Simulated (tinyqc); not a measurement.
# Worked calculation: heated strip on a layer stack, thermal resistances with spreading

Computed by the program tinyqc: `OMP_NUM_THREADS=1 python tinyqc.py 2520061 2520062 out.jsonl`, one thread of a shared Intel Xeon 2.30GHz, about 0.01 s for the whole run. Printed values are rounded.

A long strip of width ws dissipates Pw per length on three layers over a heat sink. Heat is taken to spread at 45 degrees, so the width of the flow grows by twice the depth: w1 = ws + 2 t1, w2 = w1 + 2 t2, w3 = w2 + 2 t3 at the bottoms of the layers. This is a rule of thumb, not a solution of the heat equation.

Inputs (values chosen for the exercise); conductivities close to those of gallium nitride (layer 1), silicon carbide (layer 2) and solder (layer 3): heat-sink temperature T0 = 350 K; width of the heated strip ws = 0.67 um; power per length of the strip Pw = 6.5 W/mm; thickness of layer 1 t1 = 0.64 um; conductivity of layer 1 k1 = 154 W/(m K); boundary resistance between layers 1 and 2 Rb = 12 m^2 K/GW; thickness of layer 2 t2 = 500 um; conductivity of layer 2 at 300 K k2 = 367 W/(m K); exponent in k2(T) = k2 (300 K/T)^p p = 1.1; thickness of layer 3 t3 = 10 um; conductivity of layer 3 k3 = 53.3 W/(m K).

## Thermal resistances

Resistances times length: layer i, ln(w_i/w_(i-1))/(2 k_i) with w0 = ws; boundary, Rb/w1.

resistance times length (K mm/W): layer 1 3.46853, boundary 6.15385, layer 2 8.50392, layer 3 0.185408

The largest part, 46.4 % of the sum, is layer 2.

## Temperatures

From the sink upward: Ta = T0 + Pw R3; across layer 2 the Kirchhoff transform gives Tb^(1-p) = Ta^(1-p) + (1 - p)(300 K)^(-p) Pw R2; Tc = Tb + Pw Rboundary; Tj = Tc + Pw R1. With constant k2, Tj would be T0 + Pw times the sum of the resistances.

temperatures (K): Ta 351.205, Tb 424.250, Tc 464.250, Tj 486.795
Tj with constant k2 = 469.026 K

The rise Tj - T0 is 137 K, 15 % above the value for constant k2.
